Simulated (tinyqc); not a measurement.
How far the series holds: five-level k.p model folded onto the conduction band.

For k along z and one spin sector the level c couples to four states. With c0 = hbar^2/2m0, P = sqrt(Ep c0), P2 = sqrt(Ep2 c0): diagonal Eg + (1 + Cm) c0 k^2 for c, and 0, -Dso, E7 + D2, E7 for lh, so, G8 up, G7 up (their own dispersion is left out); couplings of c: sqrt(2/3) P k to lh, sqrt(1/3) P k to so, sqrt(2/3) P2 k to G8 up, sqrt(1/3) P2 k to G7 up (phases chosen real).

Expanding E = H_cc + S(E) about Eg in powers of k^2, with s_n = sum_j H_cj^2/(Eg - H_jj)^n: order k^2: e2 = (1 + Cm) c0 k^2 + s1; order k^4: e4 = -s2 e2; order k^6: e6 = s3 e2^2 + s2^2 e2.

Constants: hbar^2/2m0 = 3.80998211 eV angstrom^2.

Inputs chosen for the exercise (near those of ZnSe; shifted at random, so the results belong to these values and not to a real crystal):

| symbol | value | unit | meaning |
|---|---|---|---|
| Eg | 2.9 | eV | gap at Gamma to the s-like level |
| Dso | 0.38 | eV | spin-orbit splitting |
| Ep | 25.2 | eV | Kane energy |
| E7 | 7.29 | eV | upper Gamma7 conduction level, from the valence top |
| D2 | 0.1 | eV | its spin-orbit splitting, Gamma8 above Gamma7 |
| Ep2 | 1.8 | eV | Kane energy to the upper levels |
| Cm | -2.4 |  | remote term in 1/m |

Energies from Eg; Pk/Eg measures the coupling.

Levels (eV):

| k (1/angstrom) | Pk/Eg | to k^2 | to k^4 | to k^6 | exact |
|---|---|---|---|---|---|
| 0.0444 | 0.150 | 0.0492 | 0.0481 | 0.0482 | 0.0482 |
| 0.1015 | 0.343 | 0.2571 | 0.2281 | 0.2338 | 0.2327 |
| 0.2156 | 0.728 | 1.1600 | 0.5706 | 1.0861 | 0.8253 |
| 0.2727 | 0.921 | 1.8559 | 0.3472 | 2.4582 | 1.1580 |
| 0.3298 | 1.114 | 2.7144 | -0.5129 | 6.0922 | 1.4862 |
| 0.3869 | 1.307 | 3.7357 | -2.3770 | 14.8403 | 1.7981 |
| 0.4439 | 1.500 | 4.9175 | -5.6745 | 33.5975 | 2.0847 |

Give the missing row, k (1/angstrom) = 0.1586.

Computed row:
```
k (1/angstrom)  Pk/Eg  to k^2  to k^4  to k^6   exact
0.1586          0.536  0.6277  0.4551  0.5368  0.5072
```

Within 2 % of the exact level stay: the k^2 term in no row, the sum to k^4 up to Pk/Eg = 0.34, the sum to k^6 up to Pk/Eg = 0.34. In the last row the errors are +2833, -7759 and +31513 meV: higher orders make it worse, since the series in k^2 converges only for Pk below about Eg/2 in the two-level limit E = Eg/2 + sqrt(Eg^2/4 + P^2 k^2).

tinyqc: `OMP_NUM_THREADS=1 python tinyqc.py 1081520 1081521 out.jsonl`; about 0.01 s, one thread, shared Intel(R) Xeon(R) Processor @ 2.30GHz.
